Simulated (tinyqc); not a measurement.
Amplitude against the length of the filling pulse.

In DLTS the amplitude of the capacitance transient follows the share of traps filled by the pulse. In the neutral layer an empty trap fills as 1 - exp(-tp/tc), tc = 1/(sn vth(T) Nd), vth(T) = vth (T/300 K)^0.5; emission during the pulse and slow capture at the depletion edge are neglected.

Parameters, values chosen for the exercise:
```
symbol    value   unit                       meaning
vth       2.3e7   cm/s     thermal velocity at 300 K
Nd       9.7e14  cm^-3         shallow donor density
sn      3.8e-16   cm^2         capture cross-section
T           233      K  temperature of the transient
```

Results:
```
tp (s)    tp/tc  amplitude over its full value  ln(1 - that)
6e-9    0.04483                        0.04384      -0.04483
1.1e-8  0.08219                        0.07890      -0.08219
2e-8     0.1494                         0.1388       -0.1494
6.7e-8   0.5006                         0.3938       -0.5006
1.2e-7   0.8966                         0.5920       -0.8966
2.2e-7    1.644                         0.8067        -1.644
4.1e-7    3.063                         0.9533        -3.063
7.5e-7    5.604                         0.9963        -5.604
```

Estimate the missing row, tp = 3.7e-8 s.

Computed row:
```
tp (s)   tp/tc  amplitude over its full value  ln(1 - that)
3.7e-8  0.2764                         0.2415       -0.2764
```

With this row back in the table: The amplitude rises from 0.0438 to 0.996 of its full value. The last column is linear in tp with slope -1/tc, tc = 1.34e-7 s, which gives the cross-section from Nd and vth, independently of the Arrhenius intercept; 99 % filling needs 6.16e-7 s.

Program tinyqc, `OMP_NUM_THREADS=1 python tinyqc.py 2050136 2050137 out.jsonl`; Intel Xeon 2.30GHz, shared host, one thread, about 0.01 s.
